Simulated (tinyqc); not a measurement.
What moves the results: two-band k.p model of the X valleys of a zinc-blende crystal. A value that a table varies takes the place of the one given here.

k along the valley axis, counted from X, c = hbar^2/2m0, e = c k^2/ml. H = [[e - D/2, i P k], [-i P k, e + D/2]] with P^2 = D0 c/ml, so E = e -/+ sqrt(D^2/4 + D0 e). For D = 0 (diamond lattice) the bands cross at X.

With x = D/D0: for x < 1 the minima lie at k_m = sqrt(ml D0 (1 - x^2)/(4 c)), the hump at X has the height dE = (D0/4)(1 - x)^2 and the mass at the minimum is ml/(1 - x^2); the mass at X is ml/(1 - 1/x), negative for x < 1. For x > 1 the minimum is at X.

Thermal masses along the axis for one X point, lower band, E from the minimum, on 1601 points from -0.8 to 0.8 1/angstrom: density-of-states mass m_d = c I^2/(pi kT), I = integral of exp(-E/kT) dk; conductivity mass m_c = 2 c kT/<(dE/dk)^2> with central differences.

Constants: hbar^2/2m0 = 3.80998211 eV angstrom^2; kB = 8.617333262e-05 eV/K.

Values chosen for the exercise (of the order of those of cubic SiC; shifted at random, so the results belong to these values and not to a real crystal):
- D0 = 0.966 eV (coupling energy)
- ml = 0.462 m0 (mass along the axis from remote bands)
- D = 3.28 eV (splitting of the two conduction levels at X)
- T = 77 K (temperature)

## From the diamond lattice to a polar crystal

D is varied at fixed D0 and ml.

Results:

| x | D (eV) | k_m (1/angstrom) | dE (meV) | mass at the minimum |
|---|---|---|---|---|
| 0.00 | 0.000 | 0.1711 | 241.50 | 0.462 |
| 0.30 | 0.290 | 0.1632 | 118.33 | 0.508 |
| 0.60 | 0.580 | 0.1369 | 38.64 | 0.722 |
| 0.80 | 0.773 | 0.1027 | 9.66 | 1.283 |
| 0.90 | 0.869 | 0.0746 | 2.42 | 2.432 |
| 1.10 | 1.063 | 0.0000 | 0.00 | 5.082 |
| 1.30 | 1.256 | 0.0000 | 0.00 | 2.002 |
| 2.00 | 1.932 | 0.0000 | 0.00 | 0.924 |
| 4.00 | 3.864 | 0.0000 | 0.00 | 0.616 |

At D = 0 the minima lie 0.1711 1/angstrom from X under a cusp of D0/4 = 241 meV, the pattern of silicon. The hump shrinks as (1 - x)^2, faster than k_m, so at x = 0.9 it is only 2.41 meV although k_m is still 44 % of its first value. The mass diverges at x = 1 from both sides (2.43 at 0.9, 5.08 at 1.1), where the band is quartic.

## Temperature

Thermal masses against T.

Results:

| T (K) | kT (meV) | m_d | m_c |
|---|---|---|---|
| 10 | 0.86 | 0.655 | 0.655 |
| 20 | 1.72 | 0.655 | 0.655 |
| 50 | 4.31 | 0.655 | 0.654 |
| 100 | 8.62 | 0.654 | 0.654 |
| 200 | 17.23 | 0.654 | 0.653 |
| 300 | 25.85 | 0.654 | 0.652 |
| 500 | 43.09 | 0.653 | 0.651 |

m_d goes from 0.655 to 0.653 and m_c goes from 0.655 to 0.651. Both start from the edge mass 0.655 and tend to ml = 0.462 for kT far above D0. 

## What each parameter does

Shape of the lower band and thermal masses. Each row changes one parameter from the base and keeps the others.

Results:

| case | k_m (1/angstrom) | dE (meV) | m_d (m0) | m_c (m0) |
|---|---|---|---|---|
| base | 0.0000 | 0.000 | 0.655 | 0.654 |
| D = 3.3784 eV | 0.0000 | 0.000 | 0.647 | 0.646 |
| D0 = 0.937 eV | 0.0000 | 0.000 | 0.646 | 0.646 |
| ml = 0.4481 m0 | 0.0000 | 0.000 | 0.635 | 0.634 |
| T = 79.31 K | 0.0000 | 0.000 | 0.655 | 0.654 |

The largest shifts from the base row, up to three for each result and ties (the steps differ in size, so this ranks the rows, not the parameters). k_m (1/angstrom): unchanged at the printed digits by D, D0, ml and T. dE (meV): unchanged at the printed digits by D, D0, ml and T. m_d (m0): ml -0.020, D0 -0.008, D -0.008; unchanged at the printed digits by T. m_c (m0): ml -0.020, D0 -0.008, D -0.008; unchanged at the printed digits by T.

Program tinyqc; command `OMP_NUM_THREADS=1 python tinyqc.py 1851014 1851015 out.jsonl`; about 0.01 s on one thread of a shared Intel(R) Xeon(R) Processor @ 2.30GHz.
